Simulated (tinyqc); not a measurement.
Surface Green function of a two-leg ladder, Sancho-Rubio decimation: one step of the calculation.

A semi-infinite lead of cells 0, 1, 2, ... with H0 inside a cell and H1 = <cell i|H|cell i + 1>. One rung (site 1 on leg a, site 2 on leg b) is a cell; all hoppings enter with a minus sign. z = E + i eta.

Problem. Self-energy, Dyson check and densities of states. Sigma = H1 g_s H1^dagger is what the lead adds to one more cell, and (z - H0 - Sigma)^(-1) must give g_s back. Densities of states: -Im of the diagonals over pi.

Parameters, values chosen for the exercise: energy E = 2.46 eV; broadening eta = 0.01 eV.

H0 (eV):
```
       1      2
1      0  -3.57
2  -3.57   -1.4
```

H1 (eV):
```
      1      2
1  -2.8  -0.65
2     0   -2.1
```

converged surface Green function g_s (1/eV):
```
                        1                       2
1  0.02421496-0.28195813i  0.11139604+0.21342093i
2  0.11139604+0.21342093i  0.10368210-0.16222120i
```

converged bulk Green function (1/eV):
```
                        1                       2
1  0.05757094-0.13359994i  0.10315760+0.11089278i
2  0.10315760+0.11089278i  0.17790457-0.09641675i
```

Give: Sigma; (z - H0 - Sigma)^(-1); surface density of states; bulk density of states.

Solution.

Sigma (eV):
```
              1             2
1  0.639-1.502i  0.797+1.033i
2  0.797+1.033i  0.457-0.715i
```

(z - H0 - Sigma)^(-1) (1/eV):
```
                1               2
1  0.0242-0.2820i  0.1114+0.2134i
2  0.1114+0.2134i  0.1037-0.1622i
```

surface density of states, orbital 1 to 2 (1/eV): [0.08975, 0.05164]
bulk density of states, orbital 1 to 2 (1/eV): [0.04253, 0.03069]

Program tinyqc, `OMP_NUM_THREADS=1 python tinyqc.py 2680115 2680116 out.jsonl`; Intel Xeon 2.30GHz, shared host, one thread, about 0.1 s.
